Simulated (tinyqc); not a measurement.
Changing the field angle psi from the easy axis: single-domain magnet: Stoner-Wohlfarth switching, Neel-Arrhenius retention, LLG dynamics and spin torque. Computed by tinyqc, a small Python program. Command: `OMP_NUM_THREADS=1 python tinyqc.py 3008558 3008559 out.jsonl macro sweep`. One thread of a shared host (Intel(R) Xeon(R) Processor @ 2.30GHz), about 0.01 s of CPU time with the checks.

The moment is uniform, with unit vector m; z is the easy axis. mu_0 = 1.25663706212e-6 T m/A, gamma = 1.76085963023e11 rad/(s T).

Inputs (values chosen for the exercise, for a model magnet):
```
quantity                      value    unit
saturation magnetisation M_s    424    kA/m
diameter d                       15      nm
aspect ratio p                  3.2       -
bulk anisotropy K_u              15  kJ/m^3
exchange stiffness A             27    pJ/m
temperature T                   300       K
attempt frequency f0              1     GHz
reversing field h = H/H_K       0.2       -
waiting time t_w                  1       s
```

Shape: prolate spheroid, easy axis along it.

Constants: k_B = 1.380649e-23 J/K.

Method:
- N_z = [p ln(p + sqrt(p^2 - 1))/sqrt(p^2 - 1) - 1]/(p^2 - 1); V = pi d^3 p/6; K_eff = K_u + K_shape, K_shape = -(mu_0 M_s^2/4)(3 N_z - 1); mu_0 H_K = 2 K_eff/M_s.
- Delta = K_eff V/(k_B T); tau = exp(Delta)/f0; probability of a flip within t_w: P = 1 - exp(-t_w/tau). Wall width parameter sqrt(A/K_eff); a two-domain state costs 4 sqrt(A K_eff) times the cross-section that the wall cuts (pi d^2/4).
- Energy over K_eff V: e(theta) = sin^2(theta) + 2 h cos(theta - psi) for m at the angle theta from +z and a field that points at psi from -z (it pulls m away from +z towards negative theta); h_sw = (cos^(2/3) psi + sin^(2/3) psi)^(-3/2).
- The metastable minimum and the saddle are the two roots of e'(theta) = sin(2 theta) - 2 h sin(theta - psi) on either side of theta_c = -arctan(tan^(1/3) psi).

One run for each value; columns: (1) field angle psi from the easy axis (degrees); (2) switching field h_sw; (3) barrier / (K_eff V); (4) minimum theta (degrees); (5) saddle theta (degrees):
```
(1)      (2)      (3)      (4)      (5)
3    0.82265  0.62007   -0.749  -78.353
14   0.62475  0.55761   -3.443  -78.220
24   0.54956  0.51636   -5.719  -78.507
45   0.50000  0.48096   -9.503  -80.497
56   0.51262  0.49070  -10.784  -82.281
66   0.54956  0.51636  -11.493  -84.281
76   0.62475  0.55761  -11.780  -86.557
87   0.82265  0.62007  -11.647  -89.251
```

Give the missing row, field angle psi from the easy axis (degrees) = 34.

Computed row; columns: (1) field angle psi from the easy axis (degrees); (2) switching field h_sw; (3) barrier / (K_eff V); (4) minimum theta (degrees); (5) saddle theta (degrees):
```
(1)      (2)      (3)     (4)      (5)
34   0.51262  0.49070  -7.719  -79.216
```

Interpolating between the two neighbouring rows (the first column on a logarithmic scale, the others too where they are positive) misses most in switching field h_sw, by 1.7 %. Over the rows, switching field h_sw goes from 0.823 through a minimum among these rows, 0.500 at 45.0, to 0.823; barrier / (K_eff V) goes from 0.620 through a minimum among these rows, 0.481 at 45.0, to 0.620. h_sw and the barrier are symmetric about 45 degrees, where a given field does most: it both tilts the moment and favours the other well.

Extremes, crossings and ranges named in words are read from the listed rows.
